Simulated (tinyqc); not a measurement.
# Off-state leakage of single and stacked transistors: what changes with what

n-channel devices of unit width. Subthreshold current I(Vg, Vs, Vd) = I0 (T/300 K)^0.5 exp[(Vg - Vs - VT(T) - gb (Vs - Vb) + dd (Vd - Vs))/(nf Vt)] (1 - exp(-(Vd - Vs)/Vt)), VT(T) = VT - cT (T - 300 K). Gate-edge tunnelling Ig (Vd/1 V) exp(ag (Vd - 1 V)), for a gate at 0 V, and band-to-band leakage Ab u exp(-Bb/u), u = Vd - Vb + 1 V, flow at a drain held at V; both are taken as independent of T. In a stack of off transistors (all gates at 0 V) the same subthreshold current passes through each.

Parameters, values chosen for the exercise; values of the order met in bulk silicon logic transistors: temperature T = 300 K; supply voltage V = 0.7 V; threshold at 300 K, zero drain and body bias VT = 0.48 V; fall of the threshold with temperature cT = 0.7 mV/K; current at threshold at 300 K I0 = 0.51 uA/um; slope factor nf = 1.18; drain-induced lowering per volt dd = 0.11; rise of the threshold per volt of source-body bias gb = 0.15; gate-edge tunnelling current at 1 V Ig = 0.0007 uA/um; exponential slope of the gate current ag = 4.8 1/V; prefactor of band-to-band leakage at the drain Ab = 20 uA/(um V); its exponential voltage Bb = 22 V; body voltage Vb = 0 V.

Constants: q = 1.602176634e-19 C, kB = 1.380649e-23 J/K, Vt = kB T/q. Results are converted to the units shown.

Each table varies one quantity; the others keep the values above.

## Subthreshold current against the height of the stack

All n gates at 0 V, bottom source at 0 V, top drain at V; node voltages follow from equal currents.

Subthreshold current against the height of the stack:

| n | I (nA/um) | reduction factor | drain voltage of the bottom device (mV) | source voltage of the top device (mV) | voltage across the top device (V) |
|---|---|---|---|---|---|
| 1 | 9.337e-4 | 1.000 | 700.0 | 0 | 0.7000 |
| 2 | 8.286e-5 | 11.27 | 58.64 | 58.64 | 0.6414 |
| 3 | 4.084e-5 | 22.86 | 18.48 | 75.77 | 0.6242 |
| 4 | 2.691e-5 | 34.69 | 10.97 | 85.86 | 0.6141 |
| 5 | 2.003e-5 | 46.62 | 7.794 | 93.02 | 0.6070 |
| 6 | 1.593e-5 | 58.60 | 6.041 | 98.56 | 0.6014 |

What does the table show?

The second transistor cuts the current by a factor of 11.3, the third by a further 2.03 and the sixth by 1.26. The top device keeps 85.9 % of the supply at n = 6, while the drain voltage of the bottom one falls to 0.234 Vt.

## Leakage components against the threshold

Same model as above.

One transistor with Vg = Vs = 0, Vd = V; stack factor I(one)/I(two in series).

The same in every row: gate edge (nA/um) = 0.1161; band-to-band (nA/um) = 0.08151; stack factor = 11.27.

Result of one run:

| VT (V) | subthreshold (nA/um) | total (nA/um) | largest part |
|---|---|---|---|
| 0.6 | 1.827e-5 | 0.1976 | gate edge |

What becomes of these results when the threshold at 300 K, zero drain and body bias VT is changed from 0.6 to 0.25 V, all else the same?

Result of the changed run:

| VT (V) | subthreshold (nA/um) | total (nA/um) | largest part |
|---|---|---|---|
| 0.25 | 1.756 | 1.954 | subthreshold |

The whole series:

| VT (V) | subthreshold (nA/um) | total (nA/um) | largest part |
|---|---|---|---|
| 0.15 | 46.59 | 46.79 | subthreshold |
| 0.2 | 9.046 | 9.244 | subthreshold |
| 0.25 | 1.756 | 1.954 | subthreshold |
| 0.3 | 0.3410 | 0.5386 | subthreshold |
| 0.35 | 0.06622 | 0.2638 | gate edge |
| 0.4 | 0.01286 | 0.2105 | gate edge |
| 0.45 | 0.002496 | 0.2001 | gate edge |
| 0.5 | 4.847e-4 | 0.1981 | gate edge |
| 0.55 | 9.411e-5 | 0.1977 | gate edge |
| 0.6 | 1.827e-5 | 0.1976 | gate edge |

As VT goes from 0.15 to 0.6, the total leakage falls from 46.8 to 0.198 nA/um. The subthreshold part leads at VT = 0.15, the gate edge part from 0.35 on. The reduction by a stack of two stays at 11.3, for the subthreshold part alone. For VT = 0.15 the gate is within about 3 nf Vt of threshold, where the exponential law overstates the current.

Program tinyqc, `OMP_NUM_THREADS=1 python tinyqc.py 2242158 2242159 out.jsonl`; Intel Xeon 2.30GHz, shared host, one thread, about 0.04 s.
